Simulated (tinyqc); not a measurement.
Conductance of a narrow metal strip with scatterers (square lattice, Green functions), step by step. Values are carried at full precision from step to step, so a last printed digit may differ when a step is redone from the rounded ones.

A strip of W sites across with hard walls, site energy 0 and hopping -t. Mode n = 1 to W has profile chi_n(j) = sqrt(2/(W + 1)) sin(n j pi/(W + 1)) and energy en = -2t cos(n pi/(W + 1)); E = en - 2t cos(kn a). With z_n = exp(i kn a) (Im k > 0 for closed modes, |z| < 1) each lead gives the self-energy -t z_n in mode n. One column carries the site energies v, here a notch at the edge (a site raised out of reach). In the mode basis V_nm = sum_j chi_n(j) v_j chi_m(j), G = (E - en + 2 t z_n - V)^-1, and t_nm = 2t sqrt(sin(kn a) sin(km a)) G_nm in size for open modes. T = sum |t_nm|^2, conductance (2e^2/h) T.

Constants: e^2/h = 3.874045865e-05 S.

Inputs chosen for the exercise (hopping and spacing of the size met in Cu or Al; the lattice is a model; not measured data): t = 1.67 eV (hopping); a = 2.45 angstrom (spacing); W = 3 (sites across); E = -1.41 eV (Fermi energy); v = (50, 0, 0) eV (site energies in the scattering column).

## Modes at the Fermi energy

For each n: en, cos(kn a) = (en - E)/(2t), z_n and the velocity 2 t a sin(kn a) (zero if closed).

Modes:

| n | en (eV) | cos(k a) | z | dE/dk (eV angstrom) |
|---|---|---|---|---|
| 1 | -2.3617 | -0.28495 | -0.28495+0.95854i | 7.8437 |
| 2 | 0.0000 | 0.42216 | 0.42216+0.90652i | 7.4181 |
| 3 | 2.3617 | 1.12926 | 0.60464 | 0.0000 |

2 of 3 modes are open, so the clean strip has a resistance of 6453 ohm, whatever its length.

## The scatterer in the mode basis

Form V_nm.

V (eV), lower triangle:
```
         n=1      n=2      n=3
n=1  12.5000
n=2  17.6777  25.0000
n=3  12.5000  17.6777  12.5000
```

A single site couples every mode that has amplitude on it.

## Green function and transmission

E - en + 2 t z_n = 2t (z_n - cos(kn a)). Invert, form |t_nm|^2 = (2t)^2 Im(z_n) Im(z_m) |G_nm|^2 and sum. The added resistance is 1/(2 (e^2/h) T) less the same for the clean strip.

G (1/eV):
```
                 n=1              n=2              n=3
n=1  -0.0463-0.2431i  -0.0693+0.1036i   0.1266+0.0847i
n=2  -0.0693+0.1036i  -0.1036-0.1753i   0.1893+0.1266i
n=3   0.1266+0.0847i   0.1893+0.1266i  -0.4160-0.2313i
```

|t_nm|^2, lower triangle:
```
        n=1     n=2  n=3
n=1  0.6276
n=2  0.1506  0.3803
n=3       0       0    0
```

T = 1.3091
added resistance = 3406 ohm

Mode 2 passes least (0.531) and mode 1 most (0.778); 23.0 % of the transmitted flux changes mode.

## Checks

- Transmitted plus reflected flux against the number of open modes: both 2.00000.

tinyqc: `OMP_NUM_THREADS=1 python tinyqc.py 1482762 1482763 out.jsonl`; about 0.01 s, one thread, shared Intel(R) Xeon(R) Processor @ 2.30GHz.
